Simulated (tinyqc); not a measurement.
FCI on RHF in the sto-3g basis, frozen core, for B+, spin multiplicity 1, step by step. One step of it, computed by the program tinyqc.

Question. Orthogonalisation. S = U s U^T; symmetric (Loewdin) form X = U s^(-1/2) U^T, so that X^T S X = 1.

overlap S, lower triangle:
```
           1B 1s     1B 2s    1B 2px    1B 2py    1B 2pz
1B 1s   1.000000
1B 2s   0.269328  1.000000
1B 2px  0.000000  0.000000  1.000000
1B 2py  0.000000  0.000000  0.000000  1.000000
1B 2pz  0.000000  0.000000  0.000000  0.000000  1.000000
```

Give: eigenvalues of S; X.

Answer.

eigenvalues of S: 0.731  1.000  1.000  1.000  1.269

X, lower triangle:
```
         1B 1s  1B 2s  1B 2px  1B 2py  1B 2pz
1B 1s    1.029
1B 2s   -0.141  1.029
1B 2px   0.000  0.000   1.000
1B 2py   0.000  0.000   0.000   1.000
1B 2pz   0.000  0.000   0.000   0.000   1.000
```
